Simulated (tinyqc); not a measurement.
Inside a calculation. Method: plane-wave Kohn-Sham cycle with exchange-only LDA in a layered model solid. One step of it, computed by the program tinyqc.

Question. Iteration 2: Hamiltonian at one k. H(m,m') = (k + G_m)^2/2 delta + V(G_m - G_m'), with V(-G) = V(G).

A solid whose potential varies along x alone (atomic units):
```
parameter,value
period a,9.800000
cross-section of the cell,29.000000
electrons per cell,2
grid points,16
"plane waves -n..n, n",2
k points,4
V1 in V1 cos(2 pi x/a),-0.580000
V2 in V2 cos(4 pi x/a),0.110000
```

V(G_m), m = 0, 1, 2, ... (hartree): -0.186471  -0.255604  0.055145  -0.000031  0.000138

k = 0.125000 2 pi / a

Give: H.

Answer.

H (hartree), lower triangle:
```
,-2,-1,+0,+1,+2
-2,0.5361
-1,-0.2556,-0.0291
+0,0.0551,-0.2556,-0.1833
+1,0.0000,0.0551,-0.2556,0.0737
+2,0.0001,0.0000,0.0551,-0.2556,0.7416
```
